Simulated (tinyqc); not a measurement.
From results back to parameters: two-level Kane dispersion of a narrow-gap semiconductor. Five cases, with inputs chosen for the exercise.

Problem. In the two-level Kane model E = Eg/2 + sqrt(Eg^2/4 + (2/3) Ep c k^2), c = hbar^2/2m0, and the momentum mass is m(k) = (3/(2 Ep)) sqrt(Eg^2 + (8/3) Ep c k^2). It is given at the Fermi wave vectors kF = (3 pi^2 n)^(1/3) of two densities (1 cm^-3 = 1e-24 angstrom^-3).

Constants: hbar^2/2m0 = 3.80998211 eV angstrom^2.

Find: kF^2; Ep; edge mass; |Eg|.

Case 1.

Values chosen (out of a larger set: near those of grey Sn; not measured data): n12 = (7.1e+15, 7.4e+17) cm^-3 (two densities).

masses at the two densities (m0): 0.02647486  0.03771038

Solution.

kF^2 (1/angstrom^2): 3.5355e-05  0.00078301

Ep = 23.7 eV
edge mass = 0.02582 m0
|Eg| = 0.408 eV

m^2 = m0*^2 + (6 c/Ep) kF^2 is a straight line in kF^2: the slope gives Ep, the intercept the edge mass, and |Eg| = (2/3) Ep m0*. The sign of Eg does not enter. For Eg < 0 the edge mass does not depend on Dso, which enters only as EF nears it.

Case 2.

Values chosen (out of a larger set: near those of HgTe; not measured data): n12 = (1.8e+15, 7.4e+17) cm^-3 (two densities).

masses at the two densities (m0): 0.02515843  0.03959585

Solution.

kF^2 (1/angstrom^2): 1.4162e-05  0.00078301

Ep = 18.8 eV
edge mass = 0.02481 m0
|Eg| = 0.311 eV

m^2 = m0*^2 + (6 c/Ep) kF^2 is a straight line in kF^2: the slope gives Ep, the intercept the edge mass, and |Eg| = (2/3) Ep m0*. The sign of Eg does not enter. For Eg < 0 the edge mass does not depend on Dso, which enters only as EF nears it.

Case 3.

Values chosen (out of a larger set: near those of GaSb; not measured data): n12 = (1.9e+16, 2.8e+18) cm^-3 (two densities).

masses at the two densities (m0): 0.04650825  0.06138897

Solution.

kF^2 (1/angstrom^2): 6.8147e-05  0.0019013

Ep = 26.1 eV
edge mass = 0.04586 m0
|Eg| = 0.798 eV

m^2 = m0*^2 + (6 c/Ep) kF^2 is a straight line in kF^2: the slope gives Ep, the intercept the edge mass, and |Eg| = (2/3) Ep m0*. The sign of Eg does not enter. The two-level form takes Dso as infinite, which overstates the mass where Dso is not large against Eg.

Case 4.

Values chosen (out of a larger set: near those of HgTe; not measured data): n12 = (7.7e+15, 2.6e+18) cm^-3 (two densities).

masses at the two densities (m0): 0.02617301  0.05373037

Solution.

kF^2 (1/angstrom^2): 3.7320e-05  0.0018097

Ep = 18.4 eV
edge mass = 0.02527 m0
|Eg| = 0.310 eV

m^2 = m0*^2 + (6 c/Ep) kF^2 is a straight line in kF^2: the slope gives Ep, the intercept the edge mass, and |Eg| = (2/3) Ep m0*. The sign of Eg does not enter. For Eg < 0 the edge mass does not depend on Dso, which enters only as EF nears it.

Case 5.

Values chosen (out of a larger set: near those of InSb; not measured data): n12 = (9.8e+15, 6.3e+17) cm^-3 (two densities).

masses at the two densities (m0): 0.01571223  0.02971567

Solution.

kF^2 (1/angstrom^2): 4.3829e-05  0.00070335

Ep = 23.7 eV
edge mass = 0.01430 m0
|Eg| = 0.226 eV

m^2 = m0*^2 + (6 c/Ep) kF^2 is a straight line in kF^2: the slope gives Ep, the intercept the edge mass, and |Eg| = (2/3) Ep m0*. The sign of Eg does not enter. The two-level form takes Dso as infinite, which overstates the mass where Dso is not large against Eg.

Computed by tinyqc, one run a case: `OMP_NUM_THREADS=1 python tinyqc.py N N+1 out.jsonl` with N = 1081089, 1081108, 1081116, 1081154, 1081166; one thread of a shared Intel(R) Xeon(R) Processor @ 2.30GHz, about 0.01 s a run at most.
